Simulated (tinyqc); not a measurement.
# Surface concentration from sheet resistance and junction depth

Question. An n-type layer has N(x) = N0 erfc(x/Ld), erfc(xj/Ld) = Nb/N0, N0 below Ns. Active dopant A = min(N, Ns); n = A - Nb; mobility mu = m1 + (m2 (T/300 K)^(-bt) - m1)/(1 + ((A + Nb)/Nr)^am). 1/Rs = q times the integral of n mu from 0 to xj. Find N0, Ld and the dose down to xj.

Parameters, values chosen for the exercise:
- T = 300 K (temperature)
- Nb = 2e15 cm^-3 (background doping of the opposite type)
- m1 = 54.8 cm^2/(V s) (mobility limit at high doping)
- m2 = 990 cm^2/(V s) (mobility limit at low doping, at 300 K)
- Nr = 1.95e17 cm^-3 (reference doping of the mobility law)
- am = 0.722 (exponent of the mobility law)
- bt = 2 (temperature exponent of m2)
- Ns = 1.02e20 cm^-3 (solubility limit of active dopant)

Constants: q = 1.602176634e-19 C. Results are converted to the units shown.

Rs = 507.22837 ohm/square
xj = 212.96163 nm

Solution. For a given shape and background, Rs xj depends on N0 alone and falls as N0 rises (an Irvin curve), so it fixes N0; xj then gives Ld.

N0 = 2.70e19 cm^-3
Ld = 76.0 nm
dose = 1.16e14 cm^-2

tinyqc, about 0.01 s, one thread, Intel Xeon 2.30GHz (shared host): `OMP_NUM_THREADS=1 python tinyqc.py 2110113 2110114 out.jsonl`
